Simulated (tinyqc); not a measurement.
Worked calculation: quaternary alloy A(x)B(1-x)C(y)D(1-y) matched to a substrate. Values are carried at full precision from step to step, so a last printed digit may differ when a step is redone from the rounded ones.

Matching a(x,y) = a_s gives x = (a_s - y a_BC - (1 - y) a_BD)/(y (a_AC - a_BC) + (1 - y)(a_AD - a_BD)).
Constants: hc = 1239.841984 eV nm.

Inputs chosen for the exercise (AC, AD, BC, BD near GaAs, GaSb, InAs and InSb; substrate near InP; not measured data): a = (5.65, 6.101, 6.064, 6.477) angstrom (lattice constants of AC, AD, BC, BD); a_s = 5.87 angstrom (substrate); y = 0.85 (fraction of C); Eg = (1.503, 0.806, 0.422, 0.237) eV (gaps at Gamma of AC, AD, BC, BD); Cb = (0.41, 0.402, 1.311, 0.637) eV (bowing of ABC, ABD, ACD, BCD); dx = 0.015 (error of x in growth).

## The matched composition

Give numerator, denominator and x.

numerator = -0.25595 angstrom
denominator = -0.40830 angstrom
x = 0.6269

## The gap by rule 1

Q(x,y) = x y Q_AC + x (1 - y) Q_AD + (1 - x) y Q_BC + (1 - x)(1 - y) Q_BD for the lattice constant. Gap, rule 1: Q(x,y) - x (1 - x)[y C_ABC + (1 - y) C_ABD] - y (1 - y)[x C_ACD + (1 - x) C_BCD]. Rule 2 (mean of ternaries): {x (1 - x)[y T_ABC(x) + (1 - y) T_ABD(x)] + y (1 - y)[x T_ACD(y) + (1 - x) T_BCD(y)]}/{x (1 - x) + y (1 - y)}, T_ABC(x) = x E_AC + (1 - x) E_BC - C_ABC x (1 - x), T_ACD(y) = y E_AC + (1 - y) E_AD - C_ACD y (1 - y), and alike. Only the Gamma valley is followed.

Give the four weights, the bilinear part, the two bowing terms, the gap and hc/gap.

weights of AC, AD, BC, BD: 0.5328  0.0940  0.3172  0.0560

bilinear part = 1.0238 eV

bowing terms (eV): 0.0956  0.1351

gap = 0.7930 eV
wavelength = 1563 nm

## The gap by rule 2

Give the four ternary gaps and their weighted mean.

T_ABC, T_ABD, T_ACD, T_BCD (eV): 1.0037  0.4997  1.2313  0.3130

gap = 0.9142 eV

Rule 2 lies 121 meV above rule 1: it averages the two bowing terms where rule 1 adds them. Both agree on the ternary edges.

## An error in composition

Replace x by x + dx; mismatch (a_s - a)/a and change of the relaxed gap by rule 1.

a = 5.8639 angstrom
mismatch = 0.104 %
change of the gap = 15.4 meV

The layer would be under tension; the strain shift of the gap is not included.

## Checks

- Lattice constant at the matched composition against a_s (angstrom): both 5.8700.
- Rule 2 as a mean of ternaries against its form with averaged bowing (eV): both 0.9142.

Run: tinyqc, `OMP_NUM_THREADS=1 python tinyqc.py 1050741 1050742 out.jsonl`; Intel(R) Xeon(R) Processor @ 2.30GHz, one thread, shared host; about 0.01 s of CPU time with all checks.
